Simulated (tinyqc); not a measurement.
Tunnelling through a two-layer gate stack, WKB transmission and Tsu-Esaki current: two steps of the calculation.

Electrons leave the emitter at x = 0. Energies E (motion across the layers) are in eV from the emitter Fermi level; the collector Fermi level lies at -V and offers states at every E. No charge in the dielectric and no image force: F1 = V/(t1 + t2 eps1/eps2), F2 = F1 eps1/eps2; U = phi1 - F1 x in layer 1 and phi2 - F1 t1 - F2 (x - t1) in layer 2. With C = hbar^2/(2 m0), kappa = sqrt(m (U - E)/C) where U > E and 0 elsewhere; T(E) = exp(-S), S = 2 times the integral of kappa over x.

Values chosen for this exercise; layer 1 close to aluminium oxide, layer 2 close to hafnium oxide:
- T = 350 K (temperature)
- Ef = 0.27 eV (Fermi energy of the emitter above its band bottom)
- me = 0.67 m0 (emitter mass in the supply function)
- phi1 = 2.56 eV (barrier of layer 1 above the emitter Fermi level at zero bias)
- m1 = 0.41 m0 (tunnelling mass of layer 1)
- t1 = 0.8 nm (thickness of layer 1)
- eps1 = 8.78 (relative permittivity of layer 1)
- phi2 = 1.45 eV (barrier of layer 2 at zero bias)
- m2 = 0.19 m0 (tunnelling mass of layer 2)
- t2 = 2.2 nm (thickness of layer 2)
- eps2 = 21.9 (relative permittivity of layer 2)
- V = 1.3 V (voltage across the dielectric)
- E = 0.14 eV (energy of the electron followed)
- nc = 6 (cells in each layer)
- Ea = -0.27 eV (lower end of the energy grid)
- Eb = 0.38 eV (upper end of the energy grid)
- nE = 11 (points of the energy grid)

Constants: q = 1.602176634e-19 C, kB = 1.380649e-23 J/K, hbar = 1.054571817e-34 J s, m0 = 9.1093837015e-31 kg, Vt = kB T/q, hbar^2/(2 m0) = 0.0380998212 eV nm^2. Results are converted to the units shown.

Task 1. WKB exponent by the midpoint rule. Cut each layer into nc equal cells, take U and kappa at the cell centres, and sum S = 2 sum kappa h.

Find: x; U; kappa; S; T(E).

Result 1.

```
cell  x (nm)  U (eV)  kappa (1/nm)
0      0.067   2.508         5.049
1      0.200   2.405         4.937
2      0.333   2.302         4.824
3      0.467   2.199         4.708
4      0.600   2.096         4.588
5      0.733   1.993         4.466
6      0.983   0.775         1.779
7      1.350   0.661         1.612
8      1.717   0.548         1.426
9      2.083   0.434         1.211
10     2.450   0.320         0.949
11     2.817   0.207         0.577
```

S = 13.16
T(E) = 1.929e-6

Task 2. Current density on a coarse energy grid. Each layer adds (2/F) sqrt(m/C) [G(u at its left edge) - G(u at its right edge)] to S, with u = U - E (0 where negative) and G(u) = (2/3) u^1.5. The slope follows from 1/d = -dS/dE.

J = J0 times the integral of T(E) N(E) dE, N = ln[(1 + exp(-E/Vt))/(1 + exp((-E - V)/Vt))], J0 = q^2 me m0 kB T/(2 pi^2 hbar^3) (times 1e-4 for A/cm^2 per eV), by Simpson's rule on nE equally spaced points from Ea to Eb.

Find: E; T(E); N; T(E) N; J0; J.

Result 2.

```
point   E (eV)      T(E)         N     T(E) N
0      -0.2700  4.935e-8     8.952   4.418e-7
1      -0.2050  8.088e-8     6.798   5.498e-7
2      -0.1400  1.356e-7     4.651   6.308e-7
3      -0.0750  2.337e-7     2.567   5.998e-7
4      -0.0100  4.166e-7    0.8726   3.636e-7
5       0.0550  7.773e-7    0.1497   1.163e-7
6       0.1200  1.554e-6   0.01854   2.882e-8
7       0.1850  3.601e-6  0.002166   7.800e-9
8       0.2500  8.461e-6  2.512e-4   2.126e-9
9       0.3150  1.914e-5  2.912e-5  5.573e-10
10      0.3800  4.158e-5  3.375e-6  1.403e-10
```

J0 = 3.270e8 A/(cm^2 eV)
J = 53.78 A/cm^2

The integrand peaks at E = -0.140 eV among these points.

Numbers from tinyqc (`OMP_NUM_THREADS=1 python tinyqc.py 2540002 2540003 out.jsonl`; about 0.04 s on one thread of a shared Intel Xeon 2.30GHz).
